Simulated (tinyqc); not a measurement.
Dopant series: competing polymorphs of an oxide film: bulk, surface, grain-boundary, dopant and field terms. Computed by tinyqc, a small Python program. Command: `OMP_NUM_THREADS=1 python tinyqc.py 3001502 3001503 out.jsonl polymorph walk`. One thread of a shared host (Intel(R) Xeon(R) Processor @ 2.30GHz), about 0.01 s of CPU time with the checks.

Phases: monoclinic m (reference), polar orthorhombic o, tetragonal t. Free energies per formula unit (f.u.); 1 J/m^2 x angstrom^3/nm = 6.241509 meV.

Inputs (values chosen for the exercise, for a model oxide):

| quantity | value | unit |
|---|---|---|
| energy of the polar phase o over m | 52.7 | meV/f.u. |
| energy of the tetragonal phase t over m | 96.7 | meV/f.u. |
| entropy of o over m | 0.0051 | meV/(f.u. K) |
| entropy of t over m | 0.047 | meV/(f.u. K) |
| surface energy of m | 3.11 | J/m^2 |
| surface energy of o | 2.7 | J/m^2 |
| surface energy of t | 2.57 | J/m^2 |
| grain-boundary energy over surface energy | 0.8 | - |
| volume per formula unit Omega | 33.4 | angstrom^3 |
| film thickness h | 11 | nm |
| grain radius R | 22 | nm |
| temperature T | 500 | K |
| shift of o per % of dopant | -8.9 | meV/f.u. |
| shift of t per % of dopant | -17 | meV/f.u. |
| width sigma of ln R | 0.27 | - |
| interlayer thickness (SiO2) | 1.2 | nm |

Geometry: columnar grains in a film.

permittivities of m, o, t: 19  28  39

Method:
- Bulk term b = H - T S + (shift) x, zero for m.
- With G = b + gamma Omega A (b the bulk free energy per formula unit, A the area per volume), two phases i, j cross at A_ij = (b_j - b_i)/(Omega (gamma_i - gamma_j)); o has a window only if A_mo < A_ot.
- Grain radii are log-normal by volume with median R and width sigma; the share with A above A* is that with radius below R*, R* = f_b/(A* - 2/h) (all grains if A* <= 2/h), share = (1/2) erfc[-ln(R*/R)/(sqrt 2 sigma)]. Effective permittivity of a layer of thickness h built of such grains, taken in parallel: sum of share x eps; EOT = interlayer + 3.9 h/eps.

Against dopant content:

| x (%) | A_mo (1/nm) | A_ot (1/nm) | share m | share o | share t |
|---|---|---|---|---|---|
| 0.0 | 0.58675 | 0.8505 | 1.0000 | 0 | 0.0000 |
| 1.0 | 0.48262 | 0.5516 | 1.0000 | 0 | 0.0000 |
| 2.0 | 0.37849 | 0.2528 | 1.0000 | 0 | 0.0000 |
| 3.0 | 0.27436 | -0.0461 | 0.0007 | 0 | 0.9993 |
| 4.0 | 0.17023 | -0.3450 | 0.0000 | 0 | 1.0000 |
| 5.0 | 0.06610 | -0.6439 | 0.0000 | 0 | 1.0000 |
| 6.5 | -0.09009 | -1.0922 | 0.0000 | 0 | 1.0000 |
| 8.0 | -0.24628 | -1.5406 | 0.0000 | 0 | 1.0000 |
| 10.0 | -0.45454 | -2.1383 | 0.0000 | 0 | 1.0000 |

What does the comparison show, and why?

The dopant lowers t by 17 and o by 8.9 meV per %, so A_ot falls faster than A_mo. The share of o stays under 2 % at every content listed. t holds the majority from x = 3 % on.

Extremes, crossings and ranges named in words are read from the listed rows.
